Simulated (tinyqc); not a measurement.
## Thermal resistances of a two-die stack

Inverse problem. Heat leaves through the lower die only, and the system is linear. Find the resistance R1 from the lower die to the coolant, R2 between the dies, and the rise of the upper die when both are powered.

Inputs (values chosen for the exercise): power of the lower die P1 = 18 W; power of the upper die P2 = 25 W.

rises of the lower and upper die with only the lower one powered (K): 6.84  6.84
rises of the lower and upper die with only the upper one powered (K): 9.5  14

Answer. With only the lower die powered no heat crosses R2, so both dies rise by P1 R1; the difference in the second test is P2 R2; rises add.

R1 = 0.380 K/W
R2 = 0.180 K/W
rise of the upper die = 20.8 K

Program tinyqc, `OMP_NUM_THREADS=1 python tinyqc.py 2162116 2162117 out.jsonl`; Intel Xeon 2.30GHz, shared host, one thread, about 0.04 s.
